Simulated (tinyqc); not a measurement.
# Reverse leakage of an n+-p junction: diffusion, generation, trap-assisted and band-to-band tunnelling, step by step

Program tinyqc, `OMP_NUM_THREADS=1 python tinyqc.py 2290086 2290087 out.jsonl`; Intel Xeon 2.30GHz, shared host, one thread, about 0.01 s. Printed values are rounded; ~0 in a residual or rate marks an entry under 1e-11 of the largest of its column.

One-sided abrupt junction in the depletion approximation, x from the junction (0) to W on the p side, field F = F0 (1 - x/W). Flat quasi-Fermi levels, long p side. Traps generate through SRH with both lifetimes shortened by 1 + Gamma (Hurkx enhancement, form for moderate fields); band-to-band generation is local and needs a total bending above Eg.

Inputs (values chosen for the exercise); band and dielectric values close to those of silicon: temperature T = 300 K; band gap Eg = 1.11 eV; relative permittivity eps_r = 11.9; conduction-band density of states at T Nc = 2.85e19 cm^-3; valence-band density of states at T Nv = 2.64e19 cm^-3; acceptor density of the lighter side Na = 3.9e16 cm^-3; donor density of the heavier side Nd = 1e19 cm^-3; SRH lifetime of both carriers at zero field tau = 2e-8 s; trap level above the intrinsic level Et = 0 eV; tunnelling mass mt = 0.27 m0; electron diffusion coefficient on the lighter side Dn = 11 cm^2/s; band-to-band prefactor Ab = 2.1e14 cm^-0.5 V^-2.5 s^-1; band-to-band field constant Bb = 1.8e7 V/cm; reverse bias VR = 2.8 V.

Constants: q = 1.602176634e-19 C, kB = 1.380649e-23 J/K, hbar = 1.054571817e-34 J s, m0 = 9.1093837015e-31 kg, Vt = kB T/q, eps0 = 8.8541878128e-14 F/cm where lengths are in cm. Results are converted to the units shown.

Range of the model: The n+ side is degenerate, so Vbi from Boltzmann statistics is only a guide.

## Field, scales and diffusion current

ni = sqrt(Nc Nv) exp(-Eg/(2 Vt)), Eg in volts; Vbi = Vt ln(Na Nd/ni^2); W = sqrt(2 eps0 eps_r (Vbi + VR)/(q Na)); F0 = 2 (Vbi + VR)/W; FG = sqrt(24 mt m0 (kB T)^3)/(q hbar); J_diff = q ni^2 sqrt(Dn/tau)(1 - exp(-VR/Vt))/Na.

ni = 1.302071e10 cm^-3
Vbi = 0.9144328 V
W = 353.9334 nm
F0 = 209.8944 kV/cm
FG = 383.3119 kV/cm
J_diff = 1.633415e-11 A/cm^2

## Generation rates across the layer

u = (Vbi + VR)(1 - x/W)^2, p = Na exp(-u/Vt), n = Nd exp((u - Vbi - VR)/Vt); G0 = ni^2 (1 - exp(-VR/Vt))/(tau (n + p + 2 ni cosh(Et/Vt))); Gamma = 2 sqrt(3 pi)(F/FG) exp((F/FG)^2); trap-assisted part G0 Gamma; G_bb = Ab F^2.5 exp(-Bb/F) with F in V/cm, zero unless Vbi + VR > Eg. 12 equal steps.

```
point,x (nm),F (kV/cm),Gamma,G0 (cm^-3 s^-1),G0 Gamma (cm^-3 s^-1),G_bb (cm^-3 s^-1)
0,0.0000,209.8944,4.537696,8.476948e8,3.846581e9,2.416888e-10
1,29.4945,192.4032,3.965040,3.125567e17,1.239300e18,7.997792e-14
2,58.9889,174.9120,3.450359,3.255178e17,1.123153e18,5.451429e-18
3,88.4834,157.4208,2.984866,3.255178e17,9.716272e17,~0
4,117.9778,139.9296,2.560938,3.255178e17,8.336309e17,~0
5,147.4723,122.4384,2.171913,3.255178e17,7.069963e17,~0
6,176.9667,104.9472,1.811922,3.255178e17,5.898129e17,~0
7,206.4612,87.4560,1.475743,3.255107e17,4.803702e17,~0
8,235.9556,69.9648,1.158676,2.771258e17,3.210989e17,~0
9,265.4501,52.4736,0.8564323,1.717356e15,1.470799e15,~0
10,294.9445,34.9824,0.5650413,1.176210e13,6.646073e12,~0
11,324.4390,17.4912,0.2807613,5.895295e11,1.655171e11,0
12,353.9334,0.0000,0,2.173575e11,0,0
```

## Current components

Each current is q times the trapezoid sum of its rate; J adds J_diff; J_bb under 1e-8 of the sum is given as 0.

J_SRH = 1.202417e-6 A/cm^2
J_TAT = 2.961712e-6 A/cm^2
J_bb = 0 A/cm^2
J = 4.164146e-6 A/cm^2

A fine grid gives J = 3.877e-6 A/cm^2; the coarse sum is 7.4 % above it. On the fine grid the largest part is trap-assisted tunnelling (70.7 %). The simple estimate q ni W/(2 tau cosh(Et/Vt)) is 63 % above the fine-grid J_SRH of 1.135e-6 A/cm^2, since near both edges n or p is large enough to quench generation.
